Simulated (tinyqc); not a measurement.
Comparisons within one model: localisation in a chain with random site energies (transfer matrices). A value that a table varies takes the place of the one given here.

Hopping -t; leads with site energy 0, E = -2t cos(ka). psi_(j+1) = ((e_j - E)/t) psi_j - psi_(j-1), a product of matrices M_j = [[(e_j - E)/t, -1], [1, 0]]. For M = M_N ... M_1 the transmission is T = 4 sin^2(ka)/|M21 - M12 + M22 exp(ika) - M11 exp(-ika)|^2. Long samples draw e_j = W (x_j/2147483647 - 1/2) from x_j = 16807 x_(j-1) mod 2147483647, starting at x0. The localisation length xi, in sites, is defined by ln T = -2N/xi on average; weak disorder gives xi = 24 (4t^2 - E^2)/W^2, and the mean free path for backscattering is xi/2.

Numerical xi = N/ln sqrt(psi_(N+1)^2 + psi_N^2) for N = 20000 sites from psi_1 = 1, psi_0 = 0; its statistical error is about xi sqrt(xi/N).

Values chosen for the exercise: t = 1.04 eV (hopping); E = -0.42 eV (energy); x0 = 1969 (start of the number sequence); W = 2.36 eV (full width of the disorder).

## Localisation length against disorder

The same number sequence scaled by W.

xi (sites):

| W/t | W (eV) | numerical | error | weak disorder | strong: 1/(ln(W/2t) - 1) |
|---|---|---|---|---|---|
| 1.0 | 1.040 | 100.533 | 7.128 | 92.086 | - |
| 1.5 | 1.560 | 44.080 | 2.069 | 40.927 | - |
| 2.0 | 2.080 | 22.878 | 0.774 | 23.021 | - |
| 3.0 | 3.120 | 10.767 | 0.250 | 10.232 | - |
| 4.0 | 4.160 | 6.149 | 0.108 | 5.755 | - |
| 6.0 | 6.240 | 2.875 | 0.034 | 2.558 | - |
| 10.0 | 10.400 | 1.414 | 0.012 | 0.921 | 1.641 |
| 16.0 | 16.640 | 0.887 | 0.006 | 0.360 | 0.926 |

At W = t the numerical value is 100.5 +/- 7.1 against 92.1, and at 2t 22.88 +/- 0.77 against 23.02. The weak-disorder formula is within 15 % for W/t = 1, 1.5, 2, 3, 4 and 6; at W = 16t it gives 0.36 and the strong-disorder form 0.93, against 0.89. All states of the chain are localised; disorder only sets the length.

## From ballistic to localised

200 samples of each length, cut one after another from the start of the sequence. Typical T = exp(mean ln T). Ohmic: 1/(1 + 2N/xi); localised: exp(-2N/xi), both with the weak-disorder xi.

Transmission:

| N | mean T | typical T | spread of ln T | ohmic | localised |
|---|---|---|---|---|---|
| 2 | 0.803 | 0.786 | 0.212 | 0.817 | 0.800 |
| 5 | 0.643 | 0.586 | 0.478 | 0.641 | 0.572 |
| 10 | 0.463 | 0.336 | 0.953 | 0.472 | 0.327 |
| 20 | 0.260 | 0.117 | 1.555 | 0.309 | 0.107 |
| 40 | 0.0770 | 0.0112 | 2.477 | 0.183 | 0.0114 |
| 80 | 0.0116 | 0.000169 | 3.507 | 0.101 | 0.000130 |

With xi = 17.9 sites, mean and typical T are 0.643 and 0.586 at N = 5, and 0.0116 and 0.000169 at N = 80, where ln T scatters by 3.5. The slope of ln(typical T) between 40 and 80 sites gives xi = 19.1, uncertain by about 7 % from the scatter of 200 samples. At N = 80 the ohmic law gives 595 times the typical value: a single channel has no ohmic range beyond a mean free path, and the mean is carried by rare resonant samples.

## What each parameter does

Numerical and weak-disorder xi. Each row changes one parameter from the base and keeps the others.

Results:

| case | numerical xi (sites) | weak-disorder xi (sites) |
|---|---|---|
| base | 18.33 | 17.88 |
| t = 1.196 eV | 24.45 | 23.90 |
| E = -0.29 eV | 20.45 | 18.28 |
| W = 2.832 eV | 12.94 | 12.42 |
| x0 = 1970 | 18.14 | 17.88 |

The largest shifts from the base row, up to three for each result and ties (the steps differ in size, so this ranks the rows, not the parameters). numerical xi (sites): t +6.13, W -5.39, E +2.12. weak-disorder xi (sites): t +6.01, W -5.46, E +0.40; unchanged at the printed digits by x0. A new x0 is another sample of the same disorder; its shift is one draw of the statistical scatter, about xi sqrt(xi/N); the other rows share one sample, so their errors are correlated.

(tinyqc, `OMP_NUM_THREADS=1 python tinyqc.py 1451872 1451873 out.jsonl`, Intel(R) Xeon(R) Processor @ 2.30GHz, 1 thread, shared host, about 0.04 s.)
